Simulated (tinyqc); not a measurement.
Round nanowire with a gate all round, subbands and threshold shift from confinement: confinement against the diameter.

Undoped body with a flat potential across it, hard walls, transport along x. One isotropic valley (g = 1, mx = my = mz = me). Non-parabolicity enters the subband edges through E (1 + al E) = gamma, so E = 2 gamma/(1 + sqrt(1 + 4 al gamma)); motion within a subband is taken as parabolic with the band-edge mass. Energies are counted from the bulk band edge.

gamma = C (2 z/(t + dl))^2 (1/my + 1/mz)/2, z the zeros of the Bessel functions J_l (2.404826, 3.831706, 5.135622, 5.520078, ...), twofold for l > 0; the mean inverse mass is an approximation for anisotropic valleys, C = hbar^2/(2 m0). Each subband has N_k = g sqrt(2 mx m0 kB T/(pi hbar^2)); without degeneracy n = exp(EF/Vt) sum N_k exp(-E_k/Vt). Classical value Nc times pi t^2/4, Nc = sum over valleys of 2 g (m m0 kB T/(2 pi hbar^2))^1.5 with m = (mx my mz)^(1/3). Threshold shift dVT = Vt ln(classical value/sum N_k exp(-E_k/Vt)). With degeneracy n = sum N_k F((EF - E_k)/Vt), F(x) = (1/sqrt(pi)) int_0^infinity u^(-1/2) du/(1 + exp(u - x)); gate: Vg = EF + q n/(Cg P), P = pi t, summed over the 60 lowest subbands at most, with Vg counted from the value that would put EF at the bulk band edge of an empty body. The last two columns are for Vg = 0.4 V; sensitivity d(dVT)/dt by central differences between 0.99 and 1.01 times the value.

Values chosen for this exercise; masses close to those of In0.53Ga0.47As: temperature T = 77 K; mass at the band edge me = 0.0411 m0; non-parabolicity al = 1.3 1/eV; widening of the box by penetration into the insulator dl = 0 nm; gate capacitance per area of interface Cg = 3.2 uF/cm^2.

Constants: q = 1.602176634e-19 C, kB = 1.380649e-23 J/K, hbar = 1.054571817e-34 J s, m0 = 9.1093837015e-31 kg, Vt = kB T/q, hbar^2/(2 m0) = 0.0380998212 eV nm^2. Results are converted to the units shown.

Confinement against the diameter:
```
t (nm)  E_1 (meV)  gap to the next edge (meV)  dVT (mV)  sensitivity (mV/nm)  n/P (cm^-2)  share of the lowest subband (%)
3            1023                       783.7     986.2               -429.7    8.762e-30                            100.0
3.8         751.3                       610.0     717.8               -261.2    4.069e-12                            100.0
4.8         544.8                       472.5     514.5               -157.7        104.9                            100.0
6.1         384.3                       359.5     357.1               -92.35     2.218e11                            100.0
7.7         268.2                       271.5     244.1               -53.63     8.213e11                            100.0
9.8         180.8                       198.8     159.9               -29.65     9.027e11                            99.19
12          127.7                       150.1     109.5               -17.53     1.522e12                            51.01
16          76.21                       97.30     61.84               -7.911     1.956e12                            31.96
20          50.32                       67.68     38.90               -4.078     2.366e12                            21.38
```

As t grows from 3 to 20 nm, E_1 falls from 1020 to 50.3 meV and dVT falls from 986 to 38.9 mV. E_1 goes as t^(-1.31) at the thin end (-2 for a parabolic band without penetration); a thickness error of 0.2 nm moves the threshold by 86 mV in the first row and 0.82 mV in the last. The charge per interface area rises from 8.76e-30 to 2.37e12 cm^-2. For t = 12, 16, 20 the charge in the last two columns would bend the potential across the body noticeably, which is left out.

Range of the model: Non-parabolicity also makes carriers heavier within each subband, which is left out, so densities of states are understated at high energy.

tinyqc, about 0.1 s, one thread, Intel Xeon 2.30GHz (shared host): `OMP_NUM_THREADS=1 python tinyqc.py 2350012 2350013 out.jsonl`
